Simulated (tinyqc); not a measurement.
## Thickness and doping from the maximum and minimum capacitance

Problem. A MOS capacitor has Cmax = Cox = eps0 eox/tox and 1/Cmin = 1/Cox + Wm/(eps0 eps_r), with Wm = sqrt(4 eps0 eps_r Vt ln(N/ni)/(q N)) and N well above ni. Find tox, Wm and N.

Values chosen for this exercise; band and dielectric values close to those of silicon: temperature T = 350 K; relative permittivity eps_r = 11.5; relative permittivity of the gate insulator (close to silicon dioxide) eox = 3.9.

Constants: q = 1.602176634e-19 C, kB = 1.380649e-23 J/K, Vt = kB T/q, eps0 = 8.8541878128e-14 F/cm where lengths are in cm. Results are converted to the units shown.

Cmax = 0.86328331 uF/cm^2
Cmin = 0.23784348 uF/cm^2
ni = 3.4697625e11 cm^-3

Solution. Cmax gives tox and the series difference Wm. N follows by iterating N = 4 eps0 eps_r Vt ln(N/ni)/(q Wm^2); ln(N/ni)/N falls steadily for N > e ni, so there is one root in that range.

tox = 4.00 nm
Wm = 31.0 nm
N = 1.20e18 cm^-3

Numbers from tinyqc (`OMP_NUM_THREADS=1 python tinyqc.py 2060155 2060156 out.jsonl`; about 0.01 s on one thread of a shared Intel Xeon 2.30GHz).
